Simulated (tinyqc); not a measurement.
A log to judge: Landau-Devonshire theory of a uniaxial ferroelectric. Computed by tinyqc. Command: `OMP_NUM_THREADS=1 python tinyqc.py 3021381 3021382 out.jsonl ferro walk`. One thread of a shared host (Intel(R) Xeon(R) Processor @ 2.30GHz), about 0.01 s of CPU time with the checks.

G(P) = (alpha/2) P^2 + (beta*/4) P^4 + (gamma/6) P^6 - E P per volume, SI units, one domain, P along the polar axis, which is normal to the film.

Inputs (values chosen for the exercise, for a model ferroelectric):
```
quantity,value,unit
alpha_0,1.2e+06,J m/(C^2 K)
Curie-Weiss temperature T0,410,K
beta,-1.08e+09,J m^5/C^4
gamma,6.61e+09,J m^9/C^6
temperature T,277,K
misfit strain u_m,-0.0094,-
electrostriction Q12,-0.048,m^4/C^2
compliance s11 + s12,6.6e-12,m^2/N
applied field E,100,MV/m
start of Newton steps P0/Ps,0.35,-
```

Sample: epitaxial film.

Constants: eps_0 = 8.8541878128e-12 F/m.

Method:
- alpha = alpha_0 (T - T0*), with clamping: T0* = T0 + 4 Q12 u_m/(alpha_0 (s11 + s12)), beta* = beta + 4 Q12^2/(s11 + s12).
- Ps^2 = [-beta* + sqrt(beta*^2 - 4 alpha gamma)]/(2 gamma).
- chi = 1/(eps_0 G''), G'' = alpha + 3 beta* P^2 + 5 gamma P^4 at Ps. Ps, chi and the coercive field are for perfect screening, without a depolarising field. The intrinsic coercive field is |alpha P + beta* P^3 + gamma P^5| at the P_c where G'' = 0. 1 C/m^2 = 100 microcoulomb/cm^2.
- Solve G'(P) = alpha P + beta* P^3 + gamma P^5 - E = 0 by P(new) = P - G'/G'' from P0; stop when the step is below 1e-11 C/m^2 (G' under 1e-6 MV/m is shown as 0).

Newton steps:
```
step,P (microcoulomb/cm^2),G' (MV/m),G'' (MJ m/C^2)
1,16.8998,-1.70747e+02,-378.990
2,-28.1534,3.16894e+00,-150.195
3,-26.0436,-7.25201e-01,-216.636
4,-26.3783,-1.60356e-02,-207.001
5,-26.3861,-8.78526e-06,-206.774
6,-26.3861,0,-206.774
```

Can the last value be used, and what does the course show?

No. The steps end on a root with G'' < 0, the maximum of G between the wells: the start lay inside P_c, where the curvature is negative. Reruns converge with start of Newton steps P0/Ps = 1.0; or with start of Newton steps P0/Ps = 2.0.
